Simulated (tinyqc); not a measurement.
Surface Green function of a dimerised chain, Sancho-Rubio decimation: two steps of the calculation.

A semi-infinite lead of cells 0, 1, 2, ... with H0 inside a cell and H1 = <cell i|H|cell i + 1>. Cell A, B with A at the surface; -t1 joins A and B, -t2 joins B to the next A. z = E + i eta.

Values chosen for this exercise: energy E = -3.5 eV; broadening eta = 0.002 eV.

Task 1. Decimation. Start with e_s = e = H0, a = H1, b = H1^dagger. Each round: g = (z - e)^(-1); e_s <- e_s + a g b; e <- e + a g b + b g a; a <- a g a; b <- b g b (all with the old a, b). Round k joins cells 2^k apart.

e_s after round 2 (eV):

|  | A | B |
|---|---|---|
| A | 0.0000000+0.0000000i | -3.3300000+0.0000000i |
| B | -3.3300000+0.0000000i | 2.4800072-0.0220414i |

e after round 2 (eV):

|  | A | B |
|---|---|---|
| A | 2.4800072-0.0220414i | -3.3300000+0.0000000i |
| B | -3.3300000+0.0000000i | 2.4800072-0.0220414i |

a after round 2 (eV):

|  | A | B |
|---|---|---|
| A | 0.0000000+0.0000000i | 0.0000000+0.0000000i |
| B | -4.4077756+0.0191757i | 0.0000000+0.0000000i |

b after round 2 (eV):

|  | A | B |
|---|---|---|
| A | 0.0000000+0.0000000i | -4.4077756+0.0191757i |
| B | 0.0000000+0.0000000i | 0.0000000+0.0000000i |

Wanted: g; e_s after round 3; e after round 3; a after round 3; b after round 3.

Result 1.

g (1/eV):

|  | A | B |
|---|---|---|
| A | -0.2424-0.0019i | -0.1350-0.0016i |
| B | -0.1350-0.0016i | -0.2424-0.0019i |

e_s after round 3 (eV):

|  | A | B |
|---|---|---|
| A | 0.000+0.000i | -3.330+0.000i |
| B | -3.330+0.000i | -2.229-0.017i |

e after round 3 (eV):

|  | A | B |
|---|---|---|
| A | -2.229-0.017i | -3.330+0.000i |
| B | -3.330+0.000i | -2.229-0.017i |

a after round 3 (eV):

|  | A | B |
|---|---|---|
| A | 0.000+0.000i | 0.000+0.000i |
| B | -2.622-0.008i | 0.000+0.000i |

b after round 3 (eV):

|  | A | B |
|---|---|---|
| A | 0.000+0.000i | -2.622-0.008i |
| B | 0.000+0.000i | 0.000+0.000i |

Task 2. Self-energy, Dyson check and densities of states. Sigma = H1 g_s H1^dagger is what the lead adds to one more cell, and (z - H0 - Sigma)^(-1) must give g_s back. Densities of states: -Im of the diagonals over pi.

H0 (eV):

|  | A | B |
|---|---|---|
| A | 0 | -3.33 |
| B | -3.33 | 0 |

H1 (eV):

|  | A | B |
|---|---|---|
| A | 0 | 0 |
| B | -2.7 | 0 |

converged surface Green function g_s (1/eV):

|  | A | B |
|---|---|---|
| A | -0.16552061-0.33110178i | 0.12613083-0.34790547i |
| B | 0.12613083-0.34790547i | 0.13236099-0.36574216i |

converged bulk Green function (1/eV):

|  | A | B |
|---|---|---|
| A | -0.00005615-0.20703571i | 0.15006860-0.14254375i |
| B | 0.15006860-0.14254375i | -0.00005615-0.20703571i |

Find: Sigma; (z - H0 - Sigma)^(-1); surface density of states; bulk density of states.

Result 2.

Sigma (eV):

|  | A | B |
|---|---|---|
| A | 0.000+0.000i | 0.000+0.000i |
| B | 0.000+0.000i | -1.207-2.414i |

(z - H0 - Sigma)^(-1) (1/eV):

|  | A | B |
|---|---|---|
| A | -0.1655-0.3311i | 0.1261-0.3479i |
| B | 0.1261-0.3479i | 0.1324-0.3657i |

| orbital | surface density of states (1/eV) | bulk density of states (1/eV) |
|---|---|---|
| A | 0.1054 | 0.06590 |
| B | 0.1164 | 0.06590 |

tinyqc, about 0.04 s, one thread, Intel Xeon 2.30GHz (shared host): `OMP_NUM_THREADS=1 python tinyqc.py 2680006 2680007 out.jsonl`
